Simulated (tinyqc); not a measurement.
Hubbard chain of 4 sites, step by step. One step of it, computed by the program tinyqc.

Question. Mean-field iteration 2. H(up) = T + U n(down), H(down) = T + U n(up); fill the lowest levels; n(new) = n + mixing (n(out) - n); E = tr T (rho up + rho down) + U sum n_up n_down of the output.

one-body matrix (hopping and site energies) (eV), order 1, 2, 3, 4:
$$\begin{pmatrix}
0.000000 & -1.150000 & 0.000000 & 0.000000 \\
-1.150000 & 0.000000 & -1.150000 & 0.000000 \\
0.000000 & -1.150000 & 0.000000 & -1.150000 \\
0.000000 & 0.000000 & -1.150000 & 0.000000
\end{pmatrix}$$

U = 3.800000 eV

electrons, up and down: [2, 2]

mixing = 0.500000

n(up) after iteration 1: 1 0.839609, 2 0.196859, 3 0.803141, 4 0.160391

n(down) after iteration 1: 1 0.160391, 2 0.803141, 3 0.196859, 4 0.839609

Give: levels, up; levels, down; energy; n(up) after iteration 2; n(down) after iteration 2.

Answer.

levels, up (eV): [-0.314, 0.465, 3.335, 4.114]

levels, down (eV): [-0.314, 0.465, 3.335, 4.114]

energy = -1.943 eV

n(up) after iteration 2: 1 0.865, 2 0.191, 3 0.809, 4 0.135

n(down) after iteration 2: 1 0.135, 2 0.809, 3 0.191, 4 0.865
